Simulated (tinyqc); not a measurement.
Schottky barrier with interface states (Cowley-Sze model), image lowering and contact resistance: one step, computed by the program tinyqc. Command: `OMP_NUM_THREADS=1 python tinyqc.py 3024813 3024814 out.jsonl pinning walk`. One thread of a shared host (Intel(R) Xeon(R) Processor @ 2.30GHz), about 0.01 s of CPU time with the checks.

An n-type semiconductor under a metal. The barrier lies between the Schottky-Mott limit phi_M - chi and the Bardeen limit E_g - E_n, E_n being the neutrality level of the interface states; the space-charge term of the full Cowley-Sze expression is left out.

Task: Tunnelling scale and contact resistivity. A* = 4 pi e m_e M_c k_B^2/h^3 (a simple valley count); J_s = A* T^2 exp(-phi/k_B T). E_00 = (e hbar/2) sqrt(N/(m_e eps_s eps_0)), E_0 = E_00 coth(E_00/k_B T); scaling form of the contact resistivity rho_c = (k_B/(e A* T)) exp(phi_B/E_0), which is the thermionic result when E_00 << k_B T and keeps only the leading exponential of tunnelling when E_00 >> k_B T; image lowering is left out of it.

Inputs (values chosen for the exercise, for a model semiconductor):
```
quantity                     value   unit
dielectric constant eps_s     9.87      -
electron mass m_e            0.242    m_0
valleys M_c                      1      -
donor density N            9.7e+15  cm^-3
temperature T                  350      K
```

Pinning factor from: Moench relation.

barrier phi_B = 1.415008 eV

Constants: k_B = 8.617333262e-05 eV/K; hbar = 1.054571817e-34 J s; m_0 = 9.1093837015e-31 kg; eps_0 = 8.8541878128e-12 F/m; e = 1.602176634e-19 C; k_B = 1.380649e-23 J/K; h = 6.62607015e-34 J s.

Give: E_00; E_00/k_B T; E_0; contact resistivity rho_c.

Result:

E_00 = 0.001183 eV

E_00/k_B T = 0.03923

E_0 = 0.03018 eV

contact resistivity rho_c = 1.961e+12 ohm cm^2

With the usual bounds 0.5 and 5 on E_00/k_B T the regime is thermionic emission; so large a rho_c means a blocking contact.
